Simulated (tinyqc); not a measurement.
# MOS capacitor on an n-type substrate, surface potential from the exact charge relation: what changes with what

Uniform n-type substrate, Boltzmann statistics, full ionisation, classical densities. psi is the surface potential against the body (positive when the bands bend down) and u = -psi/Vt. Traps are spread evenly over the gap and neutral at flat band, so their charge is -q Dit psi; the minority quasi-Fermi level is shifted by Vb.

Parameters, values chosen for the exercise; band and dielectric values close to those of gallium nitride: temperature T = 450 K; band gap Eg = 3.42 eV; relative permittivity eps_r = 9.44; conduction-band density of states at T Nc = 4.23e18 cm^-3; valence-band density of states at T Nv = 8.41e19 cm^-3; electron affinity chi = 4.12 eV; donor density of the substrate N = 4.9e15 cm^-3; relative permittivity of the gate insulator (close to hafnium oxide) eox = 22.5; insulator thickness tox = 21 nm; gate work function phiM = 5.06 eV; fixed charge at the interface, in units of q Nf = 0 cm^-2; density of interface traps Dit = 0 cm^-2 eV^-1; reverse bias of the inversion layer against the body Vb = 0.3 V.

Constants: q = 1.602176634e-19 C, kB = 1.380649e-23 J/K, Vt = kB T/q, eps0 = 8.8541878128e-14 F/cm where lengths are in cm. Results are converted to the units shown.

Each table varies one quantity; the others keep the values above.

## Capacitance-voltage curves

ni = sqrt(Nc Nv) exp(-Eg/(2 Vt)), Eg in volts; phiF = Vt ln(N/ni); Cox = eps0 eox/tox; Vfb = phiM - chi - Vt ln(Nc/N) - q Nf/Cox; Q0 = sqrt(2 eps0 eps_r q N Vt); r = (ni/N)^2 exp(-Vb/Vt); VT = Vfb - [(2 phiF + Vb)(1 + q Dit/Cox) + sqrt(2 eps0 eps_r q N (2 phiF + Vb))/Cox]. u = -psi/Vt; F^2 = exp(-u) + u - 1 + r (exp(u) - u - 1); Qs = +sign(u) Q0 F; Cs = -dQs/dpsi = (Q0/Vt) |1 - exp(-u) + r (exp(u) - 1)|/(2 F). psi solves Vg = Vfb + psi + (q Dit psi - Qs)/Cox. Low frequency: 1/C_LF = 1/Cox + 1/(Cs + q Dit). High frequency, in the simple estimate in which traps and minority carriers do not follow: 1/C_HF = 1/Cox + 1/Cd, Cd being Cs with r = 0 at the same psi. Deep depletion: r = 0 and Dit = 0 both in the equation for psi and in Cs. Minority sheet density N_inv = (Q0/(2 q)) int_0^u r (exp(t) - 1)/F(t) dt for u > 0. N_inv under 1 cm^-2 is printed as 0. Regimes: accumulation when majority carriers gather, then depletion up to |psi| = phiF + Vb, weak inversion up to 2 phiF + Vb, strong inversion beyond.

Result of one run:
```
Vg (V)	psi (V)	C_LF/Cox	C_HF/Cox	C_deep/Cox	N_inv (cm^-2)	regime
-1.66	-2.281	0.01259	0.01259	0.01259	3.321	weak inversion
```

What becomes of these results when the gate voltage against the body Vg is changed from -1.66 to -2.13 V, all else the same?

Result of the changed run:
```
Vg (V)	psi (V)	C_LF/Cox	C_HF/Cox	C_deep/Cox	N_inv (cm^-2)	regime
-2.13	-2.745	0.01148	0.01147	0.01147	4.789e5	weak inversion
```

The whole series:
```
Vg (V)	psi (V)	C_LF/Cox	C_HF/Cox	C_deep/Cox	N_inv (cm^-2)	regime
1.59	0.3365	0.8814	0.8814	0.8814	0	accumulation
1.13	0.2541	0.7205	0.7205	0.7205	0	accumulation
0.66	-0.01580	0.1074	0.1074	0.1074	0	depletion
0.2	-0.4532	0.02880	0.02880	0.02880	0	depletion
-0.27	-0.9121	0.02002	0.02002	0.02002	0	depletion
-0.73	-1.364	0.01632	0.01632	0.01632	0	depletion
-1.2	-1.827	0.01408	0.01408	0.01408	0	weak inversion
-1.66	-2.281	0.01259	0.01259	0.01259	3.321	weak inversion
-2.13	-2.745	0.01148	0.01147	0.01147	4.789e5	weak inversion
-2.59	-3.193	0.1587	0.01064	0.01062	4.344e10	strong inversion
-3.06	-3.378	0.8170	0.01034	0.009927	1.722e12	strong inversion
-3.52	-3.437	0.9067	0.01025	0.009362	4.094e12	strong inversion
```

C_LF/Cox is lowest, 0.0115, at Vg = -2.13 V (weak inversion) among the rows listed and is 0.907 in the last row, where C_HF/Cox is 0.0103 and the deep-depletion value 0.00936. Vfb = 0.678 V, where C_HF/Cox = 0.121 (Cox in series with eps0 eps_r/LD), and VT = -2.47 V. Over the last two rows psi moves by only 0.13 V a volt of gate bias, since the inversion charge screens the body. In strong accumulation and inversion degeneracy and confinement, left out here, lower the capacitance.

## Effect of the gate work function on threshold and swing

ni = sqrt(Nc Nv) exp(-Eg/(2 Vt)), Eg in volts; phiF = Vt ln(N/ni); Cox = eps0 eox/tox; Vfb = phiM - chi - Vt ln(Nc/N) - q Nf/Cox; VT = Vfb - [(2 phiF + Vb)(1 + q Dit/Cox) + sqrt(2 eps0 eps_r q N (2 phiF + Vb))/Cox]. gamma = sqrt(2 eps0 eps_r q N)/Cox; Wm = sqrt(2 eps0 eps_r (2 phiF + Vb)/(q N)); m = 1 + (eps0 eps_r/Wm + q Dit)/Cox; swing m Vt ln 10; Cmin/Cox = 1/(1 + Cox Wm/(eps0 eps_r)).

The same in every row: 2 phiF (V) = 2.7797; gamma (V^0.5) = 0.038187; Wm (nm) = 809.80; m = 1.0109; swing (mV/decade) = 90.261; Cmin/Cox = 0.010763.

Effect of the gate work function on threshold and swing:
```
phiM (eV)	Vfb (V)	VT (V)
4.12	-0.26217	-3.4089
4.32	-0.062167	-3.2089
4.52	0.13783	-3.0089
4.72	0.33783	-2.8089
4.92	0.53783	-2.6089
5.12	0.73783	-2.4089
5.32	0.93783	-2.2089
```

What does the table show?

As phiM goes from 4.12 to 5.32, VT rises from -3.41 to -2.21 V, the swing stays at 90.3 mV/decade and Cmin/Cox stays at 0.0108. The whole change of VT is that of Vfb: the curve shifts rigidly.

## Effect of the relative permittivity of the gate insulator on threshold and swing

Same model as above.

The same in every row: Vfb (V) = 0.6778; 2 phiF (V) = 2.780; Wm (nm) = 809.8.

Result of one run:
```
eox	gamma (V^0.5)	VT (V)	m	swing (mV/decade)	Cmin/Cox
5	0.1718	-2.703	1.049	93.66	0.04667
```

What becomes of these results when the relative permittivity of the gate insulator eox is changed from 5 to 15, all else the same?

Result of the changed run:
```
eox	gamma (V^0.5)	VT (V)	m	swing (mV/decade)	Cmin/Cox
15	0.05728	-2.502	1.016	90.75	0.01606
```

The whole series:
```
eox	gamma (V^0.5)	VT (V)	m	swing (mV/decade)	Cmin/Cox
3.9	0.2203	-2.789	1.063	94.89	0.05906
5	0.1718	-2.703	1.049	93.66	0.04667
7.5	0.1146	-2.603	1.033	92.20	0.03161
9	0.09547	-2.569	1.027	91.72	0.02648
15	0.05728	-2.502	1.016	90.75	0.01606
22	0.03905	-2.470	1.011	90.28	0.01100
30	0.02864	-2.452	1.008	90.02	0.008094
```

As eox goes from 3.9 to 30, VT rises from -2.79 to -2.45 V, the swing falls from 94.9 to 90.0 mV/decade and Cmin/Cox falls from 0.0591 to 0.00809. Vfb does not move. m - 1 goes as eox^(-1.00), that is as 1/Cox.

Computed by the program tinyqc: `OMP_NUM_THREADS=1 python tinyqc.py 2060151 2060152 out.jsonl`, one thread of a shared Intel Xeon 2.30GHz, about 0.01 s for the whole run.
